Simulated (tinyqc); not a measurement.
# ESD clamp with bipolar snapback, compact model and design window: effect of the substrate resistance

The drain junction multiplies the current that enters it: Igen = (M - 1)(Ic + I0), M = 1/(1 - (Vj/BV)^n). The generated holes leave through the substrate resistance and the base of the parasitic npn: Igen = Vb/Rb + Ic/be, Ic = Is exp(Vb/Vt). Terminal current I = Ic + I0 + Igen and voltage V = Vj + I Ro, per width. Isothermal, constant gain.

For given Vb: Ic, Igen, M = 1 + Igen/(Ic + I0), Vj = BV (1 - 1/M)^(1/n), I and V. Vt1 is the maximum of V along the curve, Vh the following minimum, Vt2 the voltage at I = It2. It1 and Ih are the currents at Vt1 and Vh.

Parameters, values chosen for the exercise; values close to those of grounded-gate n-channel clamps: temperature T = 300 K; junction breakdown voltage BV = 6 V; exponent of the multiplication n = 4.9; current gain of the parasitic npn be = 6.9; saturation current Is = 1.3e-18 A/um; junction leakage I0 = 1.7e-11 A/um; drain ballast and contact resistance Ro = 490 ohm um; failure current for 100 ns It2 = 4.1 mA/um.

Constants: q = 1.602176634e-19 C, kB = 1.380649e-23 J/K, Vt = kB T/q. Results are converted to the units shown.

Results:
```
Rb (ohm um)	Vt1 (V)	It1 (uA/um)	Vh (V)	Ih (uA/um)	Vt2 (V)	Vt2 - Vt1 (V)
1600	6.219	469.5	5.826	1464	6.525	0.3053
7400	6.042	88.77	4.930	874.5	6.099	0.05783
16000	6.018	38.38	4.637	642.0	6.019	9.780e-4
34000	6.008	16.85	4.428	463.7	5.980	-0.02782
74000	6.003	7.169	4.274	325.7	5.961	-0.04253
1.6e5	6.001	3.054	4.168	226.5	5.952	-0.04951
```

Estimate the missing row, Rb = 3400 ohm um.

Computed row:
```
Rb (ohm um)	Vt1 (V)	It1 (uA/um)	Vh (V)	Ih (uA/um)	Vt2 (V)	Vt2 - Vt1 (V)
3400	6.097	206.5	5.328	1158	6.257	0.1597
```

With this row back in the table: As Rb goes from 1600 to 1.6e5 ohm um, Vt1 falls from 6.22 to 6.00 V, It1 falls from 470 to 3.05 uA/um, Vh falls from 5.83 to 4.17 V and Vt2 falls from 6.52 to 5.95 V. Vt2 exceeds Vt1, the condition for all fingers to turn on, in 4 of the 7 rows. It1 goes as Rb^(-1.09); the product It1 Rb, close to the base voltage at the trigger, goes from 0.751 to 0.489 V.

Program tinyqc, `OMP_NUM_THREADS=1 python tinyqc.py 2670047 2670048 out.jsonl`; Intel Xeon 2.30GHz, shared host, one thread, about 0.01 s.
